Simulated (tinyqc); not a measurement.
# p-n heterojunction, non-linear Poisson equation by Newton steps, Fermi-Dirac statistics: effects of single changes

One dimension, material 1 (p-type) at x < 0 and material 2 (n-type) at x > 0. Band edges: Ec = -psi in material 1 and -psi + dEc in material 2, Ev = Ec - Eg. Flat quasi-Fermi levels: 0 for holes, +V for electrons. n = Nc F((EFn - Ec)/Vt), p = Nv F((Ev - EFp)/Vt), with F(eta) = F_1/2(eta) = (2/sqrt(pi)) int_0^infinity sqrt(u) du/(1 + exp(u - eta)) (Fermi-Dirac statistics); full ionisation, no interface charge, classical densities; the doping types are chosen for the exercise.

Values chosen for this exercise; band and dielectric values those of a made-up pair: temperature T = 250 K; band gap of material 1 Eg1 = 1.42 eV; relative permittivity of material 1 er1 = 11.5; conduction-band density of states of material 1 Nc1 = 4.34e17 cm^-3; valence-band density of states of material 1 Nv1 = 9.36e18 cm^-3; band gap of material 2 Eg2 = 0.668 eV; relative permittivity of material 2 er2 = 13.9; conduction-band density of states of material 2 Nc2 = 1.59e17 cm^-3; valence-band density of states of material 2 Nv2 = 5.87e18 cm^-3; conduction-band offset Ec2 - Ec1 dEc = -0.24 eV; acceptor density of material 1 N1 = 9.4e17 cm^-3; donor density of material 2 N2 = 9.4e15 cm^-3; bias of side 1 against side 2 V = 0 V.

Constants: q = 1.602176634e-19 C, kB = 1.380649e-23 J/K, Vt = kB T/q, eps0 = 8.8541878128e-14 F/cm where lengths are in cm. Results are converted to the units shown.

Each table varies one quantity; the others keep the values above.

## Effect of the bias of side 1 against side 2

Exact first integral: on each side D^2/(2 eps0 er) = G, G = q [Vt (nI_j - nI_b) + Vt (pI_j - pI_b) - C (psi_j - psi_b)], with C = -N1 or +N2, b the neutral end of that side, and nI, pI the densities with F_1/2 replaced by F_3/2(eta) = (4/(3 sqrt(pi))) int_0^infinity u^(3/2) du/(1 + exp(u - eta)). D is continuous, so er1 G1(psi_j) = er2 G2(psi_j) fixes psi_j. Ends from Nv1 F((-psi_L - Eg1)/Vt) = N1 and Nc2 F((V + psi_R - dEc)/Vt) = N2. D is counted positive when psi rises towards material 2. Depletion (Anderson) capacitance C^2 = q eps0 er1 er2 N1 N2/(2 (er1 N1 + er2 N2)(psi_R - psi_L)). -dD/dV is the change of the displacement at the interface with both quasi-Fermi levels flat; it is the terminal capacitance only while neither side holds an inversion layer. n_j and p_j are densities at the interface.

Effect of the bias of side 1 against side 2:
```
V (V)	psi_R - psi_L (V)	psi_j - psi_L (V)	psi_R - psi_j (V)	D/q (cm^-2)	n_j in 1 (cm^-3)	p_j in 2 (cm^-3)	-dD/dV (nF/cm^2)	depletion C (nF/cm^2)
0.3	0.7708	0.4353	0.3355	2.222e12	6.564e4	1.116e19	0.3390	34.47
-0.17	1.241	0.4357	0.8051	2.223e12	2.238e-5	1.104e19	0.3421	27.17
-0.64	1.711	0.4360	1.275	2.224e12	7.632e-15	1.093e19	0.3453	23.14
-1.11	2.181	0.4364	1.744	2.225e12	2.603e-24	1.081e19	0.3487	20.49
-1.59	2.661	0.4368	2.224	2.226e12	5.585e-34	1.069e19	0.3522	18.55
-2.06	3.131	0.4372	2.694	2.227e12	1.906e-43	1.057e19	0.3557	17.10
-2.53	3.601	0.4376	3.163	2.229e12	6.504e-53	1.045e19	0.3593	15.95
-3	4.071	0.4380	3.633	2.230e12	2.220e-62	1.033e19	0.3630	15.00
```

As V goes from 0.3 to -3, the total bending rises from 0.771 to 4.07 V and the sheet charge D/q stays near 2.23e12 cm^-2; the share of the bending in material 1 falls from 56.5 to 10.8 %. The capacitance departs most from the depletion formula at V = 0.3, where it is 99 % below it, and there the holes at the interface in material 2 outnumber its donors: an inversion layer has formed, which screens D from the bias. In every row the carriers at the interface are degenerate and confined to a layer thin enough for quantisation, which is left out.

## Effect of the conduction-band offset Ec2 - Ec1

Same model as above.

Effect of the conduction-band offset Ec2 - Ec1:
```
dEc (eV)	psi_R - psi_L (V)	psi_j - psi_L (V)	psi_R - psi_j (V)	D/q (cm^-2)	n_j in 1 (cm^-3)	p_j in 2 (cm^-3)	-dD/dV (nF/cm^2)	depletion C (nF/cm^2)
-0.54	0.7708	0.1643	0.6065	1.304e12	2.021e-7	4.327e18	1.348	34.47
-0.47	0.8408	0.2251	0.6157	1.558e12	3.400e-6	6.007e18	0.8499	33.00
-0.39	0.9208	0.2970	0.6238	1.813e12	9.572e-5	7.853e18	0.5744	31.54
-0.32	0.9908	0.3612	0.6296	2.013e12	0.001885	9.397e18	0.4388	30.40
-0.24	1.071	0.4355	0.6352	2.223e12	0.05946	1.109e19	0.3409	29.24
-0.16	1.151	0.5106	0.6402	2.416e12	1.941	1.270e19	0.2761	28.21
-0.09	1.221	0.5768	0.6440	2.575e12	41.84	1.406e19	0.2354	27.39
-0.01	1.301	0.6528	0.6480	2.745e12	1425	1.555e19	0.2006	26.53
0.06	1.371	0.7196	0.6512	2.887e12	3.164e4	1.681e19	0.1771	25.85
```

Read the table: what changes, and by how much?

As dEc goes from -0.54 to 0.06, the total bending rises from 0.771 to 1.37 V and the sheet charge D/q rises from 1.30e12 to 2.89e12 cm^-2; the share of the bending in material 1 rises from 21.3 to 52.5 %. The alignment is staggered for dEc = 0.06 eV. The capacitance departs most from the depletion formula at dEc = 0.06, where it is 99 % below it, and there the holes at the interface in material 2 outnumber its donors: an inversion layer has formed, which screens D from the bias. For dEc = -0.47, -0.39, -0.32, -0.24, -0.16, -0.09, -0.01, 0.06 the carriers at the interface are degenerate and confined to a layer thin enough for quantisation, which is left out.

tinyqc, about 0.2 s, one thread, Intel Xeon 2.30GHz (shared host): `OMP_NUM_THREADS=1 python tinyqc.py 2040157 2040158 out.jsonl`
